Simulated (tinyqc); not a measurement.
The basis set: RHF and MP2 along a ladder of basis sets, for H4, spin multiplicity 1. Computed by the program tinyqc with PySCF. Same geometry throughout; the dipole is taken about the origin.

Geometry (angstrom):

| atom | x | y | z |
|---|---|---|---|
| H | 0.0000 | 0.0000 | 0.0000 |
| H | 0.0000 | 0.0000 | 0.7030 |
| H | 0.0000 | 0.0000 | 1.5850 |
| H | 0.0000 | 0.0000 | 2.2880 |

RHF and frozen-core MP2 in a ladder of bases:

| basis | functions | E(RHF) (hartree) | E(MP2 corr) (hartree) | HOMO (eV) | LUMO (eV) | dipole (debye) |
|---|---|---|---|---|---|---|
| sto-3g | 4 | -2.14954 | -0.02546 | -12.765 | 14.585 | 0.000 |
| 3-21g | 8 | -2.17570 | -0.03616 | -13.126 | 7.057 | 0.000 |
| 6-31g | 8 | -2.18357 | -0.03614 | -13.205 | 6.506 | 0.000 |
| 6-31g** | 20 | -2.18986 | -0.05897 | -13.224 | 6.498 | 0.000 |
| cc-pvdz | 20 | -2.18142 | -0.05911 | -13.180 | 5.468 | 0.000 |
| cc-pvtz | 56 | -2.19306 | -0.07138 | -13.235 | 4.548 | 0.000 |

Estimate the missing row, basis = aug-cc-pvdz.

Computed row:
```
basis        functions  E(RHF) (hartree)  E(MP2 corr) (hartree)  HOMO (eV)  LUMO (eV)  dipole (debye)
aug-cc-pvdz         36          -2.18244               -0.06187    -13.206      1.339           0.000
```

From cc-pVDZ to cc-pVTZ the RHF energy falls by 11.6 mhartree and the correlation energy by 12.3. If valence correlation converges as X^-3, (27 E(T) - 8 E(D))/19 gives -0.0766 hartree, a rough estimate from such small X that usually falls short; STO-3G holds about 33 % of it. Beyond STO-3G the LUMO moves by 5.7 eV and the HOMO by 0.1 eV; diffuse functions lower the positive LUMO sharply, since an unbound virtual level tracks the most diffuse function.
